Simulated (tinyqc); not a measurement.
# A six-terminal Hall bar with edge channels and a constriction, Landauer-Buettiker equations, step by step

Program tinyqc, `OMP_NUM_THREADS=1 python tinyqc.py 2700133 2700134 out.jsonl`; Intel Xeon 2.30GHz, shared host, one thread, about 0.01 s. Printed values are rounded.

Contacts 1 (source) and 4 (drain) end the bar; 2 and 3 lie on the upper edge, 6 and 5 on the lower edge, with a constriction between 2 and 3 (and between 6 and 5). Carriers run 1 to 2 to 3 to 4 to 5 to 6 to 1 in M channels. The constriction passes Tc from 2 to 3 and from 5 to 6, and turns M - Tc from 2 to 6 and from 5 to 3. Signs are those of positive carriers; V4 = 0.

Inputs (values chosen for the exercise):
- M = 6 (edge channels, spin counted singly)
- Tc = 3 (summed transmission of the constriction)
- I = 2 nA (current from contact 1 to contact 4)

Constants: q = 1.602176634e-19 C, h = 6.62607015e-34 J s. Results are converted to the units shown.

## Transmission matrix

T_ij is the transmission from contact j to contact i.

T_ij:
```
   1  2  3  4  5  6
1  0  0  0  0  0  6
2  6  0  0  0  0  0
3  0  3  0  0  3  0
4  0  0  6  0  0  0
5  0  0  0  6  0  0
6  0  3  0  0  3  0
```

## Voltages

I_i = (q^2/h) [M V_i - sum_j T_ij V_j], with I_1 = I, V_4 = 0 and no current at 2, 3, 5, 6.

V, contact 1 to 6 (uV): [17.20854, 17.20854, 8.60427, 0.00000, 0.00000, 8.60427]

## Resistances

R(a,b) = (V_a - V_b)/I.

resistances (kohm): R(1,4) 8.604269, R(2,3) 4.302135, R(2,6) 4.302135, R(2,5) 8.604269, R(3,6) 0.000000

In units of h/q^2: R(1,4) = R(2,5) = 1/Tc, R(2,3) = 1/Tc - 1/M, R(2,6) = 1/M, R(3,6) = 2/M - 1/Tc.
